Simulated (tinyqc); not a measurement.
From results back to parameters: phonon-assisted absorption at an indirect gap.

Problem. One phonon: alpha = A [N (E - Eg + w)^2 + (N + 1)(E - Eg - w)^2], each term only above its threshold, N = 1/(exp(w/kB Tm) - 1). The first two energies lie below the emission threshold and the third above it.

Constants: kB = 8.617333262e-05 eV/K.

Parameters, chosen for this exercise (out of a larger set: loosely those of Si at room temperature; Eg is not tied to T; not measured data): Es = (1.102, 1.174, 1.237) eV (three photon energies); Tm = 250 K.

alpha at the three energies (1/cm): 0.1368019  2.288580  12.54323

Find: slope sqrt(A N); threshold Eg - w; w; Eg; A.

Solution. sqrt(alpha) at the first two energies is a line with slope sqrt(A N) and intercept Eg - w. The excess at the third energy is A N exp(w/kB Tm) (E - (Eg - w) - 2w)^2, which has one root w with the emission threshold between the second and third energies.

slope sqrt(A N) = 15.87 1/(cm^(1/2) eV)
threshold Eg - w = 1.0787 eV
w = 59.3 meV
Eg = 1.138 eV
A = 3.7e+03 1/(cm eV^2)

Run: tinyqc, `OMP_NUM_THREADS=1 python tinyqc.py 1682549 1682550 out.jsonl`; Intel(R) Xeon(R) Processor @ 2.30GHz, one thread, shared host; about 0.01 s of CPU time with all checks.
